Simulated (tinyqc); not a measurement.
Reflectance at normal incidence against thickness.

Normal incidence on air, film (n1) and substrate (N2 = n2 - i k2): r01 = (1 - n1)/(1 + n1), r12 = (n1 - N2)/(n1 + N2), amplitude (r01 + r12 X)/(1 + r01 r12 X), X = exp(-4 pi i n1 d/lam), R its squared modulus, phase from 0 to 360 degrees.

Parameters, values chosen for the exercise: wavelength lam = 800 nm; index of the transparent film n1 = 2.063; index of the substrate n2 = 3.692; extinction coefficient of the substrate k2 = 0.0065.

Results:
```
d (nm)	R (%)	phase of the reflected amplitude (degrees)
0	32.918	179.94
24	29.598	163.73
71	7.8713	131.32
95	0.54700	165.58
119	6.0974	230.30
142	18.149	216.00
166	28.502	198.85
190	32.835	182.54
```

Estimate the missing row, d = 48 nm.

Computed row:
```
d (nm)	R (%)	phase of the reflected amplitude (degrees)
48	20.059	146.69
```

With this row back in the table: R goes from 32.9 through a minimum of 0.547 (at d = 95 nm among the rows listed) to 32.8 %. At a quarter wave, d = 96.9 nm, R = 0.504 %; for a transparent substrate it would vanish for n1 = sqrt(n2) = 1.92.

tinyqc, about 0.3 s, one thread, Intel Xeon 2.30GHz (shared host): `OMP_NUM_THREADS=1 python tinyqc.py 2870231 2870232 out.jsonl`
